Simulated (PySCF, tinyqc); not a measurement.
Inside a calculation. Method: CIS on RHF in the sto-3g basis, frozen core, for BeH+, spin multiplicity 1. The lowest restricted solution is unstable here: a spin-polarised one lies 0.0046 hartree lower (PySCF). One step of it, computed by the program tinyqc.

Task: Integrals over molecular orbitals. (pq|rs) = sum C_ip C_jq C_kr C_ls (ij|kl), one index at a time.

coefficients C:
```
               MO1        MO2        MO3        MO4       MO5        MO6
1Be 1s    0.992997  -0.199230  -0.199158   0.000000  0.000000   0.103237
1Be 2s    0.026096   0.654381   0.736276   0.000000  0.000000  -0.474713
1Be 2px   0.000000   0.000000   0.000000  -0.653901  0.756580   0.000000
1Be 2py   0.000000   0.000000   0.000000   0.756580  0.653901   0.000000
1Be 2pz  -0.001971   0.258202  -0.589238   0.000000  0.000000  -0.879740
2H 1s    -0.002848   0.498474  -0.371816   0.000000  0.000000   0.957981
```

core Hamiltonian H = T + V (hartree):
```
            1Be 1s     1Be 2s    1Be 2px    1Be 2py    1Be 2pz      2H 1s
1Be 1s   -8.162582  -2.008936   0.000000   0.000000  -0.010076  -0.203203
1Be 2s   -2.008936  -2.392548   0.000000   0.000000  -0.100305  -0.668741
1Be 2px   0.000000   0.000000  -1.900914   0.000000   0.000000   0.000000
1Be 2py   0.000000   0.000000   0.000000  -1.900914   0.000000   0.000000
1Be 2pz  -0.010076  -0.100305   0.000000   0.000000  -1.971328  -0.789263
2H 1s    -0.203203  -0.668741   0.000000   0.000000  -0.789263  -1.647168
```

Two-electron integrals (ij|kl) in chemists' order, unique and non-zero (hartree):
```
(11|11) 2.298831   (21|11) 0.392036   (21|21) 0.079539   (22|11) 0.570988
(22|21) 0.143041   (22|22) 0.417683   (31|31) 0.014607   (32|31) 0.021888
(32|32) 0.092265   (33|11) 0.569578   (33|21) 0.143083   (33|22) 0.417589
(33|33) 0.449859   (41|41) 0.014607   (42|41) 0.021888   (42|42) 0.092265
(43|43) 0.024249   (44|11) 0.569578   (44|21) 0.143083   (44|22) 0.417589
(44|33) 0.401360   (44|44) 0.449859   (51|51) 0.014607   (52|51) 0.021888
(52|52) 0.092265   (53|53) 0.024249   (54|54) 0.024249   (55|11) 0.569578
(55|21) 0.143083   (55|22) 0.417589   (55|33) 0.401360   (55|44) 0.401360
(55|55) 0.449859   (61|11) 0.038398   (61|21) 0.007787   (61|22) 0.014135
(61|33) 0.014044   (61|44) 0.014044   (61|51) 0.000698   (61|52) 0.001318
(61|55) 0.014323   (61|61) 0.000800   (62|11) 0.121662   (62|21) 0.031077
(62|22) 0.102903   (62|33) 0.098694   (62|44) 0.098694   (62|51) 0.003985
(62|52) 0.027194   (62|55) 0.111220   (62|61) 0.003368   (62|62) 0.042826
(63|31) 0.002438   (63|32) 0.012318   (63|53) 0.004365   (63|63) 0.003249
(64|41) 0.002438   (64|42) 0.012318   (64|54) 0.004365   (64|64) 0.003249
(65|11) 0.142320   (65|21) 0.036710   (65|22) 0.126809   (65|33) 0.119474
(65|44) 0.119474   (65|51) 0.006294   (65|52) 0.041693   (65|55) 0.141343
(65|61) 0.004102   (65|62) 0.059102   (65|65) 0.083100   (66|11) 0.295069
(66|21) 0.076513   (66|22) 0.284824   (66|33) 0.265761   (66|44) 0.265761
(66|51) 0.009898   (66|52) 0.091368   (66|55) 0.322575   (66|61) 0.008364
(66|62) 0.159889   (66|65) 0.231334   (66|66) 0.774606
```

Give: one-electron integrals over orbitals h = C^T H C; Two-electron integrals over orbitals.

Result:

one-electron integrals over orbitals h = C^T H C (hartree):
```
         1        2        3        4        5        6
1  -8.1531   0.1724   0.1944   0.0000   0.0000  -0.0648
2   0.1724  -1.9973  -0.0660   0.0000   0.0000   0.2329
3   0.1944  -0.0660  -1.8689   0.0000   0.0000  -0.0938
4   0.0000   0.0000   0.0000  -1.9009   0.0000   0.0000
5   0.0000   0.0000   0.0000   0.0000  -1.9009   0.0000
6  -0.0648   0.2329  -0.0938   0.0000   0.0000  -1.6502
```

Two-electron integrals over orbitals (pq|rs), unique and non-zero (hartree); the lowest 1 orbital is frozen and left out:
```
(22|22) 0.4601    (32|22) -0.0660   (32|32) 0.0611    (33|22) 0.3263
(33|32) 0.0328    (33|33) 0.4290    (42|42) 0.0455    (43|42) 0.0344
(43|43) 0.0486    (44|22) 0.3493    (44|32) 0.0391    (44|33) 0.3835
(44|44) 0.4499    (52|52) 0.0455    (53|52) 0.0344    (53|53) 0.0486
(54|54) 0.0242    (55|22) 0.3493    (55|32) 0.0391    (55|33) 0.3835
(55|44) 0.4014    (55|55) 0.4499    (62|22) 0.0221    (62|32) -0.0553
(62|33) -0.0106   (62|44) -0.0688   (62|55) -0.0688   (62|62) 0.1182
(63|22) -0.0568   (63|32) 0.0570    (63|33) 0.0516    (63|44) 0.0356
(63|55) 0.0356    (63|62) -0.0603   (63|63) 0.0737    (64|42) -0.0257
(64|43) -0.0081   (64|64) 0.0225    (65|52) -0.0257   (65|53) -0.0081
(65|65) 0.0225    (66|22) 0.4664    (66|32) -0.0701   (66|33) 0.3540
(66|44) 0.3523    (66|55) 0.3523    (66|62) 0.0493    (66|63) -0.0605
(66|66) 0.5040
```
